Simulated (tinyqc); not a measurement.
# Worked calculation: AlGaN/GaN HEMT with access regions, lumped model

Computed by the program tinyqc: `OMP_NUM_THREADS=1 python tinyqc.py 2570047 2570048 out.jsonl`, one thread of a shared Intel Xeon 2.30GHz, about 0.02 s for the whole run. Printed values are rounded.

A polarisation-induced electron sheet under a Schottky gate, in series with two ungated access regions and contacts. Drift law v = mu E/(1 + mu E/vs) under the gate. Currents in mA/mm, resistances in ohm mm. No self-heating, no channel-length modulation; fits for polarisation, barrier and offset are chosen for the exercise.

Parameters, values chosen for the exercise; values close to those of AlGaN/GaN structures:
```
symbol  value        unit                                               meaning
x        0.33                                    aluminium share of the barrier
d          12          nm                                     barrier thickness
eps_r     9.2                      relative permittivity of barrier and channel
mu       1300  cm^2/(V s)                                      channel mobility
vs      1.1e7        cm/s                                   saturation velocity
Lg          1          um                                           gate length
Ls        0.5          um                                  source access length
Ld         16          um                                   drain access length
Rc       0.44      ohm mm                            resistance of each contact
ft          0              share of the drain-access electrons removed by traps
Vg          1           V                                          gate voltage
Vd         10           V                                         drain voltage
Ec        3.2       MV/cm                                        critical field
te       0.28          um          depth over which the depleted charge spreads
tf        200          nm                       insulator under the field plate
ei        3.9                           relative permittivity of that insulator
```

Constants: q = 1.602176634e-19 C, eps0 = 8.8541878128e-14 F/cm where lengths are in cm. Results are converted to the units shown.

## Polarisation charge, threshold and sheet resistance

sigma = (5e13 x + 1.6e13 x^2) cm^-2, phiB = 0.84 + 1.3 x, dEc = 0.7 (1.71 x + x^2) in volts, Cb = eps0 eps_r/d, VT = phiB - dEc - q sigma/Cb, access density n0 = -Cb VT/q. Rsh = 1/(q mu n0); largest access current q n0 vs.

sigma = 1.82424e13 cm^-2
Cb = 0.678821 uF/cm^2
VT = -3.50787 V
n0 = 1.48624e13 cm^-2
Rsh = 323.041 ohm
q n0 vs = 2619.34 mA/mm

## Iteration 1: drain current

I at the start = 1000 mA/mm

Access resistance R(L, n) = L/(q mu n sqrt(1 - (I/(q n vs))^2)); Rs = Rc + R(Ls, n0), Rd = Rc + R(Ld, (1 - ft) n0). Vg' = Vg - I Rs, Vd' = Vd - I (Rs + Rd); with u = Vg' - VT, Vc = vs Lg/mu and w the smaller of Vd' and Vc [sqrt(1 + 2 u/Vc) - 1] (0 if negative), the channel gives (mu Cb/Lg)(u w - w^2/2)/(1 + w/Vc). I(new) = I + 0.3 (channel current - I).

Rs = 0.614757 ohm mm
Rd = 6.03224 ohm mm
Vg' = 0.385243 V
Vd' = 3.35301 V
channel current = 1520.75 mA/mm
I after iteration 1 = 1156.22 mA/mm

## Iteration 2: drain current

As before.

Rs = 0.620007 ohm mm
Rd = 6.20022 ohm mm
Vg' = 0.283133 V
Vd' = 2.11429 V
channel current = 1468.52 mA/mm
I after iteration 2 = 1249.91 mA/mm

## Course of the iteration: drain current

Stop when I changes by less than 1e-6 mA/mm, or after 60 iterations. I must stay below q (1 - ft) n0 vs.

Course of the iteration:
```
iteration  I (mA/mm)  |change| (mA/mm)
1            1156.22               156
2            1249.91              93.7
3            1293.71              43.8
4            1284.98              8.73
5            1289.37              4.39
6            1287.36              2.01
7            1288.33             0.966
8            1287.88             0.455
9            1288.09             0.216
...              ...               ...
18           1288.02           2.62e-4
19           1288.02           1.24e-4
20           1288.02           5.90e-5
21           1288.02           2.80e-5
22           1288.02           1.33e-5
23           1288.02           6.29e-6
24           1288.02           2.98e-6
25           1288.02           1.42e-6
26           1288.02           6.71e-7
```

Converged in 26 iterations. At the end each change is about 0.47 times the one before, with alternating sign: linear convergence. Of Vd, 9.82 % reaches the channel; the access current is 49 % of its limit.

## On-resistance and breakdown

sigma = (5e13 x + 1.6e13 x^2) cm^-2, phiB = 0.84 + 1.3 x, dEc = 0.7 (1.71 x + x^2) in volts, Cb = eps0 eps_r/d, VT = phiB - dEc - q sigma/Cb, access density n0 = -Cb VT/q. Ron = 2 Rc + Ls/(q mu n0) + Ld/(q mu (1 - ft) n0) + Lg/(mu Cb (Vg - VT)). Off state: a depleted stretch that holds the voltage V has the peak field sqrt(k V), k = 2 q n0/(eps0 eps_r te), so one edge holds V1 = Ec^2/k. The sheet under the plate pinches off at Vf = q n0 (1/Cb + tf/(eps0 ei)); beyond it the gate edge is screened. BV = V1 if Vf >= V1, else Vf + V1, and at most Ec Ld. Specific resistance Ron (Ls + Lg + Ld); figure of merit BV^2 over it.

Ron = 6.46155 ohm mm
Vf = 141.424 V
V1 = 49.0417 V
BV = 49.0417 V
specific resistance = 1.13077 mohm cm^2
figure of merit = 2.12694 MW/cm^2

The plate pinches off too late to screen the gate edge, so it adds nothing.
